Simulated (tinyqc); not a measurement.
Strain-driven roughening and islands of a mismatched epitaxial film: one step, computed by the program tinyqc.

Film and substrate share isotropic elastic constants; the film is coherent and biaxially strained.

Task: Island nucleation. Shallow faceted island (Tersoff form): E = 4 Gam V^(2/3) tan^(1/3)(theta) - 6 c V tan(theta), Gam = gamma [x/sin(theta) - 1/tan(theta)], x the facet energy over gamma, c = stress^2 (1 - nu)/(2 pi G). The barrier is the maximum of E, at V_c = [4 Gam/(9 c)]^3 / tan^2(theta) (1 GPa nm = 1 J/m^2).

Inputs (values chosen for the exercise, for a model film):
```
quantity,value,unit
shear modulus G,79.2,GPa
Poisson ratio nu,0.19,-
surface energy gamma,1.89,J/m^2
contact angle of the shallow shape theta_1,8.08,degrees
contact angle of the steep shape theta_2,32.9,degrees
facet energy of shape 1 over gamma,0.9978,-
facet energy of shape 2 over gamma,1.035,-
```

stress = 4.700764 GPa

Constants: e = 1.602176634e-19 C.

Give: c; Gam of shape 1; critical volume, shape 1; barrier, shape 1; Gam of shape 2; critical volume, shape 2; barrier, shape 2.

Result:

c = 0.03597 GPa

Gam of shape 1 = 0.1039 J/m^2

critical volume, shape 1 = 105.0 nm^3

barrier, shape 1 = 10.04 eV

Gam of shape 2 = 0.6798 J/m^2

critical volume, shape 2 = 1416 nm^3

barrier, shape 2 = 617.1 eV

The shallow shape has the lower barrier. Each barrier is a third of the surface term at V_c and scales as Gam^3/c^2, that is as f^(-4).
